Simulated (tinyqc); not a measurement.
n-type polysilicon, carrier trapping at grain boundaries: one step of the calculation.

One-dimensional grains of size Lg, uniform ionised doping N, monovalent traps Qt at each boundary at a depth Et below (for electrons) or above (for holes) the band edge there, abrupt depletion of width W on each side of a boundary, Boltzmann statistics. xi is the distance from the band edge at the grain centre to the Fermi level. Trapped charge Qt/(1 + exp((xi + VB - Et)/Vt)) = 2 N W, barrier VB = q N W^2/(2 eps0 eps_r).

Problem. Depletion width, Fermi level and barrier. If the trap equation with xi = Vt ln(NB/N) has a root W < Lg/2, the grain is partly depleted; otherwise W = Lg/2 and the trap equation gives xi = Et - VB + Vt ln(Qt/(N Lg) - 1). N* = Qt/Lg.

Inputs (values chosen for the exercise); values of the order met in polycrystalline silicon:
```
symbol    value   unit                                                              meaning
T           250      K                                                          temperature
eps_r      11.7                                                       relative permittivity
NB      2.13e19  cm^-3                               conduction-band density of states at T
Lg           39     nm                                                           grain size
Qt       3.4e12  cm^-2                                     trap density of a grain boundary
Et         0.33     eV  depth of the trap level from the majority band edge at the boundary
N        2.9e18  cm^-3                                                               doping
```

Constants: q = 1.602176634e-19 C, kB = 1.380649e-23 J/K, Vt = kB T/q, eps0 = 8.8541878128e-14 F/cm where lengths are in cm. Results are converted to the units shown.

Give: N*; W; xi; VB; share of traps filled.

Solution.

N* = 8.718e17 cm^-3
W = 5.862 nm
xi = 0.04296 V
VB = 0.07705 V
share of traps filled = 0.9999

N is 3.33 N*, and the grain is partly depleted; VB = 3.58 Vt.

Computed by the program tinyqc: `OMP_NUM_THREADS=1 python tinyqc.py 2830188 2830189 out.jsonl`, one thread of a shared Intel Xeon 2.30GHz, about 0.01 s for the whole run.
